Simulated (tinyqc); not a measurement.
From results back to parameters: eight-band Kane k.p model. Three cases, with inputs chosen for the exercise.

Problem. In the Kane model 1/m = A_r + Ep (Eg + 2 Dso/3)/(Eg (Eg + Dso)) and the Roth formula gives g* = 2 - 2 Ep Dso/(3 Eg (Eg + Dso)). The mass and the g factor below were computed from hidden Ep and Dso.

Find: X; Y; Ep; Dso.

Method. Let X = 1/m - A_r and Y = (2 - g*)/2. Then X + Y = Ep/Eg and X - 2 Y = Ep/(Eg + Dso).

Case 1.

Values chosen (out of a larger set: near those of InP; not measured data): Eg = 1.433 eV (gap at Gamma to the s-like level); A_r = 0 (remote-band term in 1/m).

m = 0.0698271 m0
g* = 1.33302

Solution.

X = 14.321
Y = 0.333
Ep = 21.00 eV
Dso = 0.105 eV

Case 2.

Values chosen (out of a larger set: near those of InSb; not measured data): Eg = 0.234 eV (gap at Gamma to the s-like level); A_r = 1 (remote-band term in 1/m).

m = 0.0133177 m0
g* = -49.82366

Solution.

X = 74.088
Y = 25.912
Ep = 23.40 eV
Dso = 0.817 eV

Case 3.

Values chosen (out of a larger set: near those of GaSb; not measured data): Eg = 0.807 eV (gap at Gamma to the s-like level); A_r = 1 (remote-band term in 1/m).

m = 0.0339995 m0
g* = -9.08141

Solution.

X = 28.412
Y = 5.541
Ep = 27.40 eV
Dso = 0.774 eV

Computed by tinyqc, one run a case: `OMP_NUM_THREADS=1 python tinyqc.py N N+1 out.jsonl` with N = 1050188, 1050190, 1050195; one thread of a shared Intel(R) Xeon(R) Processor @ 2.30GHz, about 0.1 s a run at most.
